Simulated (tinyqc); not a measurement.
# From one set of inputs to another, one input at a time

Model: domain walls in a thin film with perpendicular anisotropy: Bloch, Neel and chiral walls, motion and stripe domains. Computed by tinyqc, a small Python program. Command: `OMP_NUM_THREADS=1 python tinyqc.py 3018298 3018299 out.jsonl mwall ladder`. One thread of a shared host (Intel(R) Xeon(R) Processor @ 2.30GHz), about 0.08 s of CPU time with the checks.

One-dimensional wall: polar angle theta(x), azimuth phi of the moment in the wall (phi = 0 Neel, 90 degrees Bloch). mu_0 = 1.25663706212e-6 T m/A, gamma = 1.76085963023e11 rad/(s T).

The inputs printed are set A. Inputs not listed in the table keep their values of set A, so the rows need not describe a real material.

Inputs (values chosen for the exercise, for a model film):
```
quantity                      value    unit
saturation magnetisation M_s   1200    kA/m
exchange stiffness A             19    pJ/m
uniaxial anisotropy K_u         992  kJ/m^3
DMI constant D                 0.68  mJ/m^2
thickness t                    0.86      nm
damping alpha                 0.064       -
field mu_0 H_z                  1.8      mT
```

Drive: magnetic field.

Method:
- K_eff = K_u - mu_0 M_s^2/2; Delta = sqrt(A/K_eff); sigma_0 = 4 sqrt(A K_eff); profile theta = 2 arctan exp(x/Delta); quality factor Q = 2 K_u/(mu_0 M_s^2).
- sigma(phi) = sigma_0 + 2 Delta K_D cos^2(phi) - pi D cos(phi), with the wall shape anisotropy K_D = N_x mu_0 M_s^2/2, N_x = t ln 2/(pi Delta). The minimum has cos(phi) = D/D_N for D < D_N = 4 Delta K_D/pi and phi = 0 beyond; sigma turns negative at D_c = (sigma_0 + 2 Delta K_D)/pi.
- Field drive: steady motion v = gamma Delta B/alpha needs B = (alpha/2) [2 B_D sin(phi) - B_K sin(2 phi)] in size, B_K = 2 K_D/M_s, B_D = pi D/(2 M_s Delta), with phi moving from its rest value; the Walker field B_W is the largest value of |B_D sin(phi) - (B_K/2) sin(2 phi)| times alpha, reached at cos(phi) = [d - sqrt(d^2 + 8)]/4, d = B_D/B_K. Far above B_W/alpha, v = gamma Delta B alpha/(1 + alpha^2); this is used for all B above B_W.

Each row keeps all changes above it:
```
input moved                           from    to  D_N (mJ/m^2)  Walker field B_W (mT)  velocity at B (m/s)
set A                                    -     -       0.21859                  4.039               73.094
uniaxial anisotropy K_u (kJ/m^3)       992  1030       0.21859                  4.840               61.004
thickness t (nm)                      0.86   1.1       0.27959                  4.958               61.004
DMI constant D (mJ/m^2)               0.68  0.31       0.27959                  2.650               61.004
saturation magnetisation M_s (kA/m)   1200   622       0.07512                 10.477               24.335
damping alpha                        0.064  0.12       0.07512                 19.645               12.979
exchange stiffness A (pJ/m)             19    15       0.07512                 22.109               11.532
```

Which inputs carry the difference?

D_N goes from 0.219 to 0.0751, a factor 0.344 in all. The largest single move comes from saturation magnetisation M_s (a factor 0.269), and thickness t works against it (a factor 1.28). Walker field B_W goes from 4.04 to 22.1, a factor 5.47 in all. The largest single move comes from saturation magnetisation M_s (a factor 3.95), and DMI constant D works against it (a factor 0.535). Velocity at B goes from 73.1 to 11.5, a factor 0.158 in all. The largest single move comes from saturation magnetisation M_s (a factor 0.399). The single moves hold for this order of the switches; the total does not depend on the order.

Extremes, crossings and ranges named in words are read from the listed rows.
